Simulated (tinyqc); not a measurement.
Harmonic transition-state theory with quantum, tunnelling and friction corrections. From one set of inputs to another, one input at a time. Computed by tinyqc, a small Python program. Command: `OMP_NUM_THREADS=1 python tinyqc.py 3030704 3030705 out.jsonl rates ladder`. One thread of a shared host (Intel(R) Xeon(R) Processor @ 2.30GHz), about 0.08 s of CPU time with the checks.

One atom hops between equivalent sites; three modes at the minimum and two real modes at the saddle are treated as harmonic, the rest of the crystal as unchanged; melting is ignored, so hot rows may lie above the melting point.

The inputs printed are set A. Inputs not listed in the table keep their values of set A, so the rows need not describe a real material.

Inputs (values chosen for the exercise, modelled on an adatom on a metal): barrier E_b = 0.456 eV; imaginary frequency at the saddle nu_b = 2.86 THz; temperature T = 408 K.

Lattice of sites: two-dimensional.

frequencies at the minimum (THz): [3.99, 4.49, 4.71]

real frequencies at the saddle (THz): [3.36, 5.45]

Constants: h x 1 THz = 4.135667696 meV; k_B = 8.617333262e-05 eV/K.

Method:
- Vineyard: nu* = product of minimum frequencies / product of real saddle frequencies; k_cl = nu* exp(-E_b/(k_B T)).
- Quantum harmonic: k_q = (k_B T/h) [prod 2 sinh(x_i/2) (minimum) / prod 2 sinh(x_j/2) (saddle)] exp(-E_b/(k_B T)), x = h nu/(k_B T).
- Zero-point correction to the barrier = (h/2)(sum of saddle frequencies - sum of minimum frequencies).
- With u = h nu_b/(k_B T): Wigner factor 1 + u^2/24; parabolic barrier (Bell) (u/2)/sin(u/2), valid above T_c = h nu_b/(2 pi k_B); symmetric Eckart barrier: kappa = int_0^infinity P(E) exp(-(E - E_b)/(k_B T)) dE/(k_B T), P = (cosh 2a - 1)/(cosh 2a + cosh 2d), a = alpha sqrt(E/E_b), alpha = 2 pi E_b/(h nu_b), 2d = 2 sqrt(alpha^2 - pi^2/4).

Each row keeps all changes above it:
```
input moved                                    from    to  ratio k_q/k_cl  quantum harmonic rate k_q (1/s)  crossover temperature T_c (K)
set A                                             -     -           1.010                        1.084e+07                          21.85
temperature T (K)                               408   359           1.013                        1.852e+06                          21.85
imaginary frequency at the saddle nu_b (THz)   2.86  2.93           1.013                        1.852e+06                          22.38
barrier E_b (eV)                              0.456  0.42           1.013                        5.929e+06                          22.38
```

Where does the difference come from?

ratio k_q/k_cl ends near its start, 1.01; the largest single move comes from temperature T (a factor 1.0029). Quantum harmonic rate k_q goes from 1.08e7 to 5.93e6, a factor 0.547 in all. The largest single move comes from temperature T (a factor 0.171), and barrier E_b works against it (a factor 3.20). Crossover temperature T_c goes from 21.8 to 22.4, a factor 1.024 in all. The largest single move comes from imaginary frequency at the saddle nu_b (a factor 1.024). The single moves hold for this order of the switches; the total does not depend on the order.

Extremes, crossings and ranges named in words are read from the listed rows.
